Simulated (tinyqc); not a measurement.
Tight binding, dimerised chain, step by step. Computed by tinyqc, a small Python program that keeps every step. Settings: t1 = 0.53, t2 = 0.56, delta = 0, points = 12, cells = 3. Command: `OMP_NUM_THREADS=1 python tinyqc.py 26197 26198 out.jsonl` (the two numbers bound the seeds that draw the settings). One thread of a shared host (Intel(R) Xeon(R) Processor @ 2.60GHz), about 0.01 s of CPU time with the checks.

## Bloch Hamiltonian at k

Parameters chosen for this model:
```
parameter     value                      unit
t1         0.530000       eV, inside the cell
t2         0.560000         eV, between cells
delta             0  eV, +/- on the two sites
```

k point k (2 pi / a): 0.040000

H_AA = +delta, H_BB = -delta, H_AB = -t1 - t2 exp(-i k a).

H(k) at k (eV):
```
                     A                    B
A             0.000000  -1.072407+0.139266i
B  -1.072407-0.139266i             0.000000
```

## Levels at k

Diagonalise the Hermitian matrix.

eigenvalues (eV): -1.081412  1.081412

weights |c|^2 of the basis functions:
```
     band 1    band 2
A  0.500000  0.500000
B  0.500000  0.500000
```

## Bloch Hamiltonian at X

k point X (2 pi / a): 0.500000

As before.

H(k) at X (eV):
```
          A         B
A  0.000000  0.030000
B  0.030000  0.000000
```

## Levels at X

As before.

eigenvalues (eV): -0.030000  0.030000

weights |c|^2 of the basis functions:
```
     band 1    band 2
A  0.500000  0.500000
B  0.500000  0.500000
```

## Bands along a path

The same steps at evenly spaced points between the labelled ones.

Bands along the path (eV):
```
k            band 1    band 2
G         -1.090000  1.090000
G-X 0.20  -1.036693  1.036693
G-X 0.40  -0.882005  0.882005
G-X 0.60  -0.641145  0.641145
G-X 0.80  -0.338035  0.338035
X         -0.030000  0.030000
```

With 1 band(s) filled, the highest filled level on these points lies at X and the lowest empty one at X: a gap of 0.0600 eV, direct.

## Berry (Zak) phase of the lower band

On 12 points k_j = j/N: phase = -Im ln of the product of <u_j|u_(j+1)>, closed with u_N = u_0 (the cell-periodic part is taken without the site positions). Single arguments depend on the phases chosen for the u_j; only their sum modulo 2 pi does not.

Overlaps:
```
j   |<u_j|u_j+1>|  argument (rad)
0        0.990957        0.134587
1        0.990880       -0.404331
2        0.990669       -0.136713
3        0.990082       -0.140959
4        0.987503       -0.158261
5        0.648550        2.276474
6        0.648550        2.276474
7        0.987503       -0.158261
8        0.990082       -0.140959
9        0.990669       -0.136713
10       0.990880       -0.404331
11       0.990957        0.134587
```

phase / pi, folded into (-1, 1] = 1.000000

## Open chain of 3 cells

H of the open chain (eV):
```
           1          2          3          4          5          6
1   0.000000  -0.530000   0.000000   0.000000   0.000000   0.000000
2  -0.530000   0.000000  -0.560000   0.000000   0.000000   0.000000
3   0.000000  -0.560000   0.000000  -0.530000   0.000000   0.000000
4   0.000000   0.000000  -0.530000   0.000000  -0.560000   0.000000
5   0.000000   0.000000   0.000000  -0.560000   0.000000  -0.530000
6   0.000000   0.000000   0.000000   0.000000  -0.530000   0.000000
```

The same hoppings without the wrap-around bond.

levels (eV): -0.981242  -0.675763  -0.224521  0.224521  0.675763  0.981242

weights of the highest filled level on the sites: 0.280498  0.050338  0.169164  0.169164  0.050338  0.280498

The bulk gap runs from -0.0300 to 0.0300 eV; no level of this chain lies inside it.
